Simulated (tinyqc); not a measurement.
From results back to parameters: Slater-Koster d bands of an fcc metal. Three cases, with inputs chosen for the exercise.

Problem. In an fcc d band with nearest neighbours E(t2g, Gamma) = 3 dds + 4 ddp + 5 ddd, E(eg, Gamma) = 1.5 dds + 6 ddp + 4.5 ddd, and at X = (1,0,0) the yz state has 3 dds - 4 ddp - 3 ddd. The three levels come from hidden integrals.

Case 1.

levels (eV): t2g Gamma -1.0400, eg Gamma 0.1980, yz at X -2.2080

Case 2.

levels (eV): t2g Gamma -1.4180, eg Gamma 1.1310, yz at X -4.8900

Case 3.

levels (eV): t2g Gamma -2.0140, eg Gamma 0.7830, yz at X -5.1740

Find: dds, ddp, ddd.

Solution. Three linear equations: the first less the third is 8 (ddp + ddd); twice the second less the first is 8 ddp + 4 ddd; their difference gives ddd.

Case 1.

dds, ddp, ddd (eV): -0.519  0.213  -0.067

Case 2.

dds, ddp, ddd (eV): -1.034  0.486  -0.052

Case 3.

dds, ddp, ddd (eV): -1.163  0.500  -0.105

Computed by tinyqc, one run a case: `OMP_NUM_THREADS=1 python tinyqc.py N N+1 out.jsonl` with N = 1480802, 1480847, 1480852; one thread of a shared Intel(R) Xeon(R) Processor @ 2.30GHz, about 0.06 s a run at most.
